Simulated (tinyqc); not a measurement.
When the interface binds a state: heterojunction of two tight-binding chains.

Left chain: hopping -t1, sites at 2 t1 (band bottom 0). Right chain: hopping -t2, sites at dE + 2 t2 (bottom dE). t = c/(m a^2), c = hbar^2/2m0. The bond across the interface is -tc with tc = f sqrt(t1 t2), and the last left site has the extra energy U. In a chain E = bottom + 2t (1 - cos(ka)); the surface Green function of a half chain is g = -exp(ika)/t, with Im k > 0 where cos(ka) > 1.

Constants: hbar^2/2m0 = 3.80998211 eV angstrom^2.

Values chosen for the exercise (masses and offset of the size met at InAs / GaSb; the results hold for these values, not for the real material):
- a = 5.65 angstrom (site spacing)
- m1 = 0.025 m0 (mass on the left)
- m2 = 0.04 m0 (mass on the right)
- dE = 0.73 eV (band offset)
- f = 1 (factor on the interface hopping)

A state below both bands solves E - 2 t1 - U - S1(E) - S2(E) = 0 for E < 0, with S1 = -t1 z1, S2 = -(tc^2/t2) z2 and |z| < 1 the decaying root of z + 1/z = 2 - (E - bottom)/t. Decay lengths -a/ln|z|. The threshold is the U that solves the equation at E = 0. A dash: no bound state.

Interface state:
```
U (eV)   E (eV)  decay left (angstrom)  decay right (angstrom)
-0.55         -                      -                       -
-1.11         -                      -                       -
-1.66         -                      -                       -
-2.03   -0.0062                  156.5                    11.5
-2.40   -0.0485                   56.1                    11.2
-2.96   -0.1628                   30.6                    10.5
-3.70   -0.3779                   20.1                     9.4
-5.55   -1.1448                   11.7                     7.3
```

threshold U = -1.8485 eV

What does the comparison show, and why?

The step pushes the state out, so an attraction must exceed 1.8485 eV to bind; 5 of the 8 rows are bound. At U = -5.55 eV the state decays over 11.7 angstrom to the left and 7.3 to the right, where the band lies higher.

Run: tinyqc, `OMP_NUM_THREADS=1 python tinyqc.py 1451530 1451531 out.jsonl`; Intel(R) Xeon(R) Processor @ 2.30GHz, one thread, shared host; about 0.01 s of CPU time with all checks.
